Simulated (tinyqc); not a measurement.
Inside a calculation. Model: Weibull analysis of times to dielectric breakdown, with area scaling.

Numbers from tinyqc (`OMP_NUM_THREADS=1 python tinyqc.py 2070035 2070036 out.jsonl`; about 0.01 s on one thread of a shared Intel Xeon 2.30GHz). Printed values are rounded.

Breakdown times follow F(t) = 1 - exp(-(t/t63)^beta). The 11 times below were drawn at random from beta = 1.2, t63 = 1300 s and are treated as data; all samples failed.

Parameters, values chosen for the exercise: area of a test capacitor A1 = 7.9 um^2; gate area of the product A2 = 8.4e5 um^2; allowed share of failed products Fp = 1e-5.

## Median ranks and the Weibull scale

t, i 1 to 11 (s): 140  216  873  939  1430  1440  1540  1770  2700  3190  3500

F_i = (i - 0.3)/(n + 0.4) for the sorted times, W_i = ln(-ln(1 - F_i)).

```
i           F          W      ln t
1   0.0614035  -2.758771  4.941642
2   0.1491228  -1.823328  5.375278
3   0.2368421  -1.308259  6.771936
4   0.3245614  -0.935491  6.844815
5   0.4122807  -0.632041  7.265430
6   0.5000000  -0.366513  7.272398
7   0.5877193  -0.120981  7.339538
8   0.6754386   0.118032  7.478735
9   0.7631579   0.364894  7.901007
10  0.8508772   0.643424  8.067776
11  0.9385965   1.026145  8.160518
```

## Straight-line fit

Least squares of W on ln t: beta = sum (x - mean x)(W - mean W)/sum (x - mean x)^2 with x = ln t, and ln t63 = mean x - mean W/beta.

beta = 1.049894
t63 = 1881.260 s

beta is 13 % below the value that made the data and t63 45 % above it.

## Iteration 1: likelihood estimate of beta

beta at the start = 1

Maximum likelihood: a(beta) = 1/beta with a = sum t^beta ln t/sum t^beta - mean ln t. Newton step: beta(new) = beta - [a - 1/beta]/[v + 1/beta^2], v the variance of ln t under the weights t^beta.

beta after iteration 1 = 1.314202

## Iteration 2: likelihood estimate of beta

As before.

beta after iteration 2 = 1.421222

## Course of the iteration

Stop when beta changes by less than 1e-9, or after 40 iterations.

Course of the iteration:
```
iteration      beta    change
1          1.314202     0.314
2          1.421222     0.107
3          1.429147   7.92e-3
4          1.429184   3.77e-5
5          1.429184  8.46e-10
```

Converged in 5 iterations.

## Scale parameter and projection to the product

converged beta = 1.429184

t63 = (mean of t^beta)^(1/beta). Defects are spread at random, so -ln(1 - F) is proportional to the area: t63(A2) = t63 (A1/A2)^(1/beta), and the time to the share Fp is t63(A2) (-ln(1 - Fp))^(1/beta).

t63 = 1763.756 s
t63 of the product = 0.5361562 s
time to Fp = 1.701352e-4 s
decades lost against t63 = 7.015644

The straight-line values give 5.30e-7 s for the time to Fp and the values that made the data 5.73e-6 s: with 11 samples beta is uncertain by about 0.78/sqrt(n) = 24 %, and the projection hangs on 1/beta.
